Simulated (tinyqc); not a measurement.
## p-n diode, drift-diffusion by the Gummel loop with Scharfetter-Gummel fluxes: current against voltage in the dark

Abrupt junction at x = 0, p side from -Lp, n side to Ln, ohmic contacts. psi is counted from the intrinsic level; n = ni exp((psi - phin)/Vt), p = ni exp((phip - psi)/Vt). Contacts: p side psi = V - Vt ln(Na/ni), p = Na, n = ni^2/Na; n side psi = Vt ln(Nd/ni), n = Nd, p = ni^2/Nd. Constant mobilities, D = mu Vt, Boltzmann statistics, SRH recombination through a mid-gap level, U = (n p - ni^2)/(tp (n + ni) + tn (p + ni)). Current is positive from the p contact to the n contact.

ni = sqrt(Nc Nv) exp(-Eg/(2 Vt)), Eg in volts. Poisson and both continuity equations are solved self-consistently with Scharfetter-Gummel fluxes on a graded mesh of 500 nodes. J_scr is q times the integral of U between -xp and xn. Ideal diffusion current J_id = q ni^2 [Dn coth(wp/Le)/(Le Na) + Dp coth(wn/Lh)/(Lh Nd)] (exp(V/Vt) - 1), Le = sqrt(Dn tn), Lh = sqrt(Dp tp), wp = Lp - xp, wn = Ln - xn, with xp and xn from the depletion approximation (W = sqrt(2 eps0 eps_r (Vbi - V)(1/Na + 1/Nd)/q), xp = W Nd/(Na + Nd), xn = W Na/(Na + Nd), Vbi = Vt ln(Na Nd/ni^2)). Ideality factor = 0.004 V/(Vt ln[J(V + 0.004 V)/J(V)]). Here G = 0.

Inputs (values chosen for the exercise); band and dielectric values close to those of indium phosphide:
```
symbol    value        unit                                 meaning
T           300           K                             temperature
Eg         1.35          eV                                band gap
eps_r      12.3                               relative permittivity
Nc      5.73e17       cm^-3  conduction-band density of states at T
Nv      1.11e19       cm^-3     valence-band density of states at T
Na       3.1e17       cm^-3          acceptor density of the p side
Nd       1.4e17       cm^-3             donor density of the n side
mun        2300  cm^2/(V s)                       electron mobility
mup          92  cm^2/(V s)                           hole mobility
tn         7e-7           s               SRH lifetime of electrons
tp         3e-8           s                   SRH lifetime of holes
Lp         0.68          um                    length of the p side
Ln          0.5          um                    length of the n side
G             0  cm^-3 s^-1                 uniform generation rate
```

Constants: q = 1.602176634e-19 C, kB = 1.380649e-23 J/K, Vt = kB T/q, eps0 = 8.8541878128e-14 F/cm where lengths are in cm. Results are converted to the units shown.

Result of one run:
```
J (A/cm^2),ideality factor,J_scr/J (%),J_id (A/cm^2),share recombining at the contacts (%),larger minority/doping at -xp and xn
1.52e-5,1.08,16.3,1.28e-5,83.6,1.93e-9
```

Which bias of the p contact V gave this result: 0.35, 0.67, 0.89 or 1 V?

V = 0.67 V.

The whole series:
```
V (V),J (A/cm^2),ideality factor,J_scr/J (%),J_id (A/cm^2),share recombining at the contacts (%),larger minority/doping at -xp and xn
0.24,4.08e-10,1.91,99.8,7.78e-13,0.190,1.19e-16
0.35,3.78e-9,1.90,98.6,5.46e-11,1.44,8.32e-15
0.46,3.79e-8,1.75,89.9,3.83e-9,10.1,5.82e-13
0.57,5.86e-7,1.34,54.2,2.69e-7,45.7,4.07e-11
0.67,1.52e-5,1.08,16.3,1.28e-5,83.6,1.93e-9
0.78,9.19e-4,1.01,2.71,8.97e-4,97.1,1.34e-7
0.89,0.0628,1.00,0.439,0.0628,99.4,9.23e-6
1,4.37,1.00,0.0788,4.39,99.7,6.26e-4
1.1,204,1.02,0.0115,208,99.9,0.0265
```

J rises from 4.08e-10 to 204 A/cm^2; the ideality factor goes from 1.91 through a minimum of 1.00 (at V = 1 V among the rows listed) to 1.02. Recombination in the depleted layer carries over half of the current up to V = 0.57 V, where the factor is 1.34; it grows roughly as exp(V/2 Vt), so diffusion overtakes it. Where the factor is lowest (V = 1 V), J is 0.37 % below the ideal diffusion current.

Numbers from tinyqc (`OMP_NUM_THREADS=1 python tinyqc.py 2240044 2240045 out.jsonl`; about 0.1 s on one thread of a shared Intel Xeon 2.30GHz).
